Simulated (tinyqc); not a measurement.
Inside a calculation (part 2 of 2). Method: UKS/LDA (PW92) in the sto-6g basis, for Li, spin multiplicity 2. Computed by tinyqc, a small Python program that keeps every step (integrals from PySCF). Command: `OMP_NUM_THREADS=1 python tinyqc.py 22652 22653 out.jsonl` (the two numbers bound the seeds that draw the settings). One thread of a shared host (Intel(R) Xeon(R) Processor @ 2.60GHz), about 0.6 s of CPU time with the checks.

Geometry (angstrom):
```
atom        x        y        z
Li    0.00000  0.00000  0.00000
```

## Iteration 5 (converged): orbitals

converged F(alpha) (hartree):
```
           1Li 1s    1Li 2s   1Li 2px   1Li 2py   1Li 2pz
1Li 1s   -1.75713  -0.49356   0.00000   0.00000   0.00000
1Li 2s   -0.49356  -0.21442   0.00000   0.00000   0.00000
1Li 2px   0.00000   0.00000  -0.00088   0.00000   0.00000
1Li 2py   0.00000   0.00000   0.00000  -0.00088   0.00000
1Li 2pz   0.00000   0.00000   0.00000   0.00000  -0.00088
```

converged F(beta) (hartree):
```
           1Li 1s    1Li 2s  1Li 2px  1Li 2py  1Li 2pz
1Li 1s   -1.74157  -0.48759  0.00000  0.00000  0.00000
1Li 2s   -0.48759  -0.16477  0.00000  0.00000  0.00000
1Li 2px   0.00000   0.00000  0.04877  0.00000  0.00000
1Li 2py   0.00000   0.00000  0.00000  0.04877  0.00000
1Li 2pz   0.00000   0.00000  0.00000  0.00000  0.04877
```

X:
```
           1Li 1s    1Li 2s  1Li 2px  1Li 2py  1Li 2pz
1Li 1s    1.02173  -0.12215  0.00000  0.00000  0.00000
1Li 2s   -0.12215   1.02173  0.00000  0.00000  0.00000
1Li 2px   0.00000   0.00000  1.00000  0.00000  0.00000
1Li 2py   0.00000   0.00000  0.00000  1.00000  0.00000
1Li 2pz   0.00000   0.00000  0.00000  0.00000  1.00000
```

Diagonalise F' = X^T F X, C = X C', fill 2 alpha and 1 beta electrons from the bottom; D(s) = C_occ C_occ^T. Each column has its largest component positive (the first on a tie).

F' = X^T F X (alpha) (hartree):
```
          1         2         3         4         5
1  -1.71430  -0.27654   0.00000   0.00000   0.00000
2  -0.27654  -0.12685   0.00000   0.00000   0.00000
3   0.00000   0.00000  -0.00088   0.00000   0.00000
4   0.00000   0.00000   0.00000  -0.00088   0.00000
5   0.00000   0.00000   0.00000   0.00000  -0.00088
```

orbital energies (alpha) (hartree): MO1 -1.76110, MO2 -0.08006, MO3 -0.00088, MO4 -0.00088, MO5 -0.00088

coefficients C (alpha):
```
             MO1       MO2       MO3      MO4       MO5
1Li 1s   0.98702  -0.29091   0.00000  0.00000   0.00000
1Li 2s   0.05003   1.02778   0.00000  0.00000   0.00000
1Li 2px  0.00000   0.00000   0.59322  0.53586  -0.60079
1Li 2py  0.00000   0.00000   0.70469  0.01518   0.70935
1Li 2pz  0.00000   0.00000  -0.38923  0.84417   0.36861
```

F' = X^T F X (beta) (hartree):
```
          1         2        3        4        5
1  -1.69882  -0.27835  0.00000  0.00000  0.00000
2  -0.27835  -0.07628  0.00000  0.00000  0.00000
3   0.00000   0.00000  0.04877  0.00000  0.00000
4   0.00000   0.00000  0.00000  0.04877  0.00000
5   0.00000   0.00000  0.00000  0.00000  0.04877
```

orbital energies (beta) (hartree): MO1 -1.74524, MO2 -0.02986, MO3 0.04877, MO4 0.04877, MO5 0.04877

coefficients C (beta):
```
             MO1       MO2       MO3      MO4       MO5
1Li 1s   0.98771  -0.28857   0.00000  0.00000   0.00000
1Li 2s   0.04759   1.02790   0.00000  0.00000   0.00000
1Li 2px  0.00000   0.00000   0.98428  0.00879   0.17641
1Li 2py  0.00000   0.00000  -0.17659  0.02835   0.98388
1Li 2pz  0.00000   0.00000  -0.00364  0.99956  -0.02946
```

D(alpha) after iteration 5:
```
           1Li 1s    1Li 2s  1Li 2px  1Li 2py  1Li 2pz
1Li 1s    1.05884  -0.24961  0.00000  0.00000  0.00000
1Li 2s   -0.24961   1.05884  0.00000  0.00000  0.00000
1Li 2px   0.00000   0.00000  0.00000  0.00000  0.00000
1Li 2py   0.00000   0.00000  0.00000  0.00000  0.00000
1Li 2pz   0.00000   0.00000  0.00000  0.00000  0.00000
```

D(beta) after iteration 5:
```
          1Li 1s   1Li 2s  1Li 2px  1Li 2py  1Li 2pz
1Li 1s   0.97557  0.04701  0.00000  0.00000  0.00000
1Li 2s   0.04701  0.00227  0.00000  0.00000  0.00000
1Li 2px  0.00000  0.00000  0.00000  0.00000  0.00000
1Li 2py  0.00000  0.00000  0.00000  0.00000  0.00000
1Li 2pz  0.00000  0.00000  0.00000  0.00000  0.00000
```

Within a degenerate level the vectors are fixed only up to a rotation; this is one choice.

## Convergence

Stop when the energy changes by less than 1e-08 hartree and every element of the error matrix X^T (F D S - S D F) X (for each spin) is below 3e-05.

Course of the cycle:
```
iteration  E (hartree)     change  largest element of the error matrix
1           -1.8750741          -                             6.96e-18
2           -7.2950467  -5.42e+00                             1.31e-01
3           -7.3050476  -1.00e-02                             2.19e-03
4           -7.3050503  -2.73e-06                             1.35e-05
5           -7.3050503  -7.76e-11                             6.83e-06
```

PySCF UKS in the same basis, fine grid, after a stability check = -7.3051354 hartree

Converged in 5 iterations. The coarse grid moves the energy by +8.51e-05 hartree.

## Populations

overlap S:
```
          1Li 1s   1Li 2s  1Li 2px  1Li 2py  1Li 2pz
1Li 1s   1.00000  0.23574  0.00000  0.00000  0.00000
1Li 2s   0.23574  1.00000  0.00000  0.00000  0.00000
1Li 2px  0.00000  0.00000  1.00000  0.00000  0.00000
1Li 2py  0.00000  0.00000  0.00000  1.00000  0.00000
1Li 2pz  0.00000  0.00000  0.00000  0.00000  1.00000
```

Mulliken: Z minus the diagonal of D S on the atom; Loewdin: the same with S^(1/2) D S^(1/2).

Charges (e):
```
atom  Mulliken  Loewdin  Mulliken spin
1Li          0        0        1.00000
```

<S^2> of the determinant (pure state: 0.75) = 0.75000
